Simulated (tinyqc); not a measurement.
Mesh and choice of bands: charge neutrality level from zone-averaged pseudopotential bands.

Empirical pseudopotential on the fcc lattice, atoms at +/- tau, tau = a (1,1,1)/8, no spin-orbit coupling. H(G,G') = c (2 pi/a)^2 |k + G|^2 delta + VS(q) cos(q.tau) + i VA(q) sin(q.tau), q = G - G', c = hbar^2/2m0; k and G in units of 2 pi/a; VS at |q|^2 = 3, 8, 11 and VA at 3, 4, 11, in rydberg, zero elsewhere. At each k the basis holds all G with |k + G|^2 up to 16; energies are counted from the fourth level at Gamma.

Mesh: k = sum_i (n_i + 1/2)/N b_i, n_i = 0 ... N - 1, b = (-1,1,1), (1,-1,1), (1,1,-1); points with the same sorted |kx|, |ky|, |kz| after folding to the shortest k + G are joined, with their count as weight. Neutrality (branch-point) level: E_N = (1/2) mean over k of [E5 + (E3 + E4)/2], E_n the n-th level from below.

Constants: hbar^2/2m0 = 3.80998211 eV angstrom^2; Ry = 13.60569312 eV.

Parameters, chosen for this exercise (out of a larger set: classic local form factors of the size used for InP, without spin-orbit coupling; not measured data):
- a = 5.856 angstrom (lattice constant)
- VS = (-0.233, 0.009, 0.06) Ry (symmetric form factors)
- VA = (0.069, 0.051, 0.011) Ry (antisymmetric form factors)

E_N with E5 alone, and with (E5 + E6)/2 in its place.

Results:
```
N  joined points  E_N (eV)  E_N, two conduction bands (eV)
1              1    0.5886                          1.3771
2              2    0.6557                          1.2945
3              6    0.8555                          1.2001
4             10    0.8290                          1.2157
5             19    0.8376                          1.2084
```

For scale, the lowest gap of this set is 1.49 eV. Against N = 5 the errors are -249, -182, +18 and -9 meV for N = 1 to 4 (N = 1 is the L point alone). Taking the second conduction band in moves E_N by +0.37 eV, more than the mesh error at N = 2: the definition, not the mesh, limits the estimate. Local form factors place the indirect gaps only to a few tenths of an eV, and E_N moves with them.

Run: tinyqc, `OMP_NUM_THREADS=1 python tinyqc.py 1850022 1850023 out.jsonl`; Intel(R) Xeon(R) Processor @ 2.30GHz, one thread, shared host; about 0.09 s of CPU time with all checks.
